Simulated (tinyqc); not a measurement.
# A finite superlattice with mass mismatch, transfer matrices, step by step

tinyqc, about 0.01 s, one thread, Intel Xeon 2.30GHz (shared host): `OMP_NUM_THREADS=1 python tinyqc.py 2560047 2560048 out.jsonl` Printed values are rounded.

One electron of energy E comes from the left lead (band edge 0); no transverse momentum. Parabolic bands, masses in units of m0, C = hbar^2/(2 m0); psi and psi'/m are continuous at every interface. N periods of a barrier d1 followed by a well Lw; the right lead equals the left one.

Parameters, values chosen for the exercise; masses and offsets close to those of InGaAs wells and AlAs barriers:
```
symbol  value  unit                       meaning
mL      0.041    m0         mass in the left lead
U1        1.2    eV                barrier height
m1       0.15    m0                  barrier mass
d1        0.8    nm                 barrier width
Lw        2.7    nm  well width (edge 0, mass mL)
N           7                   number of periods
E       0.761    eV               electron energy
```

Constants: q = 1.602176634e-19 C, hbar = 1.054571817e-34 J s, m0 = 9.1093837015e-31 kg, hbar^2/(2 m0) = 0.0380998212 eV nm^2. Results are converted to the units shown.

Range of the model: Masses are held fixed, although real bands cease to be parabolic a few tenths of an eV from their edges (inside a barrier too).

## Wave numbers

k = sqrt(m (E - U)/C) where E > U, K = sqrt(m (U - E)/C) where E < U; v = k/m in the leads.

Layers:
```
   U (eV)  m (m0)  d (nm)  k or K (1/nm)  which
1     1.2    0.15     0.8        1.31467      K
2       0   0.041     2.7       0.904946      k
```

vL = 22.0719 1/nm
vR = 22.0719 1/nm

## Matrices of the layers

For the pair (psi, psi'/m) a flat layer has M = [[cos kd, (m/k) sin kd], [-(k/m) sin kd, cos kd]] with k = sqrt(m (E - U)/C) above its edge U, and M = [[cosh Kd, (m/K) sinh Kd], [(K/m) sinh Kd, cosh Kd]] with K = sqrt(m (U - E)/C) below it. M12 is in nm, M21 in 1/nm.

M of layer 1:
```
         1         2
1  1.60597  0.143379
2  11.0138   1.60597
```

M of layer 2:
```
           1          2
1  -0.765976  0.0291262
2   -14.1893  -0.765976
```

## Product of the matrices

The matrix of the later layer stands to the left: M = M_n ... M_2 M_1; det M = 1.

M of one period:
```
           1           2
1  -0.909347  -0.0630492
2   -31.2239    -3.26459
```

## N periods by the Chebyshev identity

x = (M11 + M22)/2 of one period. For |x| < 1 the energy lies in a miniband and cos(th) = x; for |x| > 1 it lies in a gap and cosh(g) = |x|. M^N = U_(N-1)(x) M - U_(N-2)(x) 1, with U_n = sin((n + 1) th)/sin th in a band and sign(x)^n sinh((n + 1) g)/sinh g in a gap.

x = -2.08697
g = 1.36577
U_(N-1) = 3873.75
U_(N-2) = -988.515

M^N:
```
            1         2
1    -2534.07  -244.237
2  -1.20954e5  -11657.7
```

The energy lies in a gap: for large N each further period divides T(E) by exp(2 g) = 15.4.

## Transmission and reflection

The matrix M carries (psi, psi'/m) across the stack, and v = k/m in each lead. psi = 1 + r at the left edge (incident amplitude 1) and t at the right edge. With det M = 1, a = i vR M11 - M21 and b = -vL vR M12 - i vL M22: t = 2 i vL/(a - b), r = -(a + b)/(a - b), T(E) = (vR/vL) |t|^2, R(E) = |r|^2.

t = (-1.40921+0.00886i) x 1e-4
r = 0.638040-0.770003i
T(E) = 1.98596e-8
R(E) = 1.00000

T(E) + R(E) = 1: the current is conserved.
